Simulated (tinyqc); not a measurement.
# Changing the layer thickness h

Model: kinetics of strain relaxation and threading dislocations in mismatched semiconductor layers. Computed by tinyqc, a small Python program. Command: `OMP_NUM_THREADS=1 python tinyqc.py 3000468 3000469 out.jsonl threading sweep`. One thread of a shared host (Intel(R) Xeon(R) Processor @ 2.30GHz), about 0.01 s of CPU time with the checks.

60-degree dislocations on {111} planes of a (001) layer, isotropic elasticity. The Schmid factor is 1/sqrt(6), and a misfit segment relieves strain with b/2.

Inputs (values chosen for the exercise, modelled on Si(0.7)Ge(0.3) on Si):
```
quantity                         value         unit
misfit f                        0.0126            -
shear modulus G                     63          GPa
Poisson ratio nu                  0.27            -
Burgers vector b                  3.89     angstrom
glide activation energy Q         2.03           eV
velocity prefactor v0            22000  m/s per MPa
anneal temperature T               734            K
anneal time t                       67            s
initial thread density rho_0   1.3e+06       1/cm^2
multiplication constant delta    71000          1/m
```

Sources: multiplication.

Constants: k_B = 8.617333262e-05 eV/K.

Method:
- Excess resolved stress tau = (1/sqrt 6) [2 G (1 + nu)/(1 - nu)] (e - e_eq), e_eq = b (1 - nu/4) [ln(h/b) + 1]/(4 pi (1 + nu) h), the Matthews-Blakeslee strain of an uncapped layer; glide velocity v = v0 tau exp(-Q/(k_B T)), tau in MPa.
- Threads run in two directions, so de/dt = -(b/4) rho v, and they multiply as d rho/dt = delta rho v. With x = e - e_eq, x0 = f - e_eq (fully strained at t = 0) and v = m S x (m the mobility, S x = tau): rho = rho_0 + (4 delta/b)(x0 - x), so dx/dt = -k x (a - x), k = delta m S, a = x0 + b rho_0/(4 delta): a logistic law, x = a/[1 + (a/x0 - 1) exp(k a t)].
- The half time is that at which x = x0/2.

One run for each value; columns: (1) layer thickness h (nm); (2) equilibrium strain e_eq; (3) excess stress tau (MPa); (4) half time (s); (5) share of the excess strain relieved (%):
```
(1)        (2)     (3)     (4)      (5)
14   0.0074410   461.7  680.55  0.25681
22   0.0052021   662.0  505.08  0.29365
35   0.0035714   808.0  427.65  0.32471
55   0.0024595   907.5  387.91  0.34824
86   0.0016911   976.2  364.76  0.36573
130  0.0011910  1021.0  351.22  0.37769
210  0.0007892  1057.0  341.11  0.38764
330  0.0005333  1079.8  334.98  0.39414
520  0.0003583  1095.5  330.93  0.39866
```

Over the rows, equilibrium strain e_eq falls from 0.00744 to 3.58e-4 (exponent d ln y / d ln x -0.79 between the first rows and -0.87 between the last); excess stress tau (MPa) rises from 462 to 1100 (exponent d ln y / d ln x 0.80 between the first rows and 0.032 between the last); half time (s) falls from 681 to 331 (exponent d ln y / d ln x -0.66 between the first rows and -0.027 between the last). The excess stress rises with h and saturates at S f. A larger stress breeds threads faster, so the half time falls.

Caution (rows 130, 210, 330, 520): at stresses above about 1 GPa the linear velocity law understates glide, as stress lowers the kink barrier.
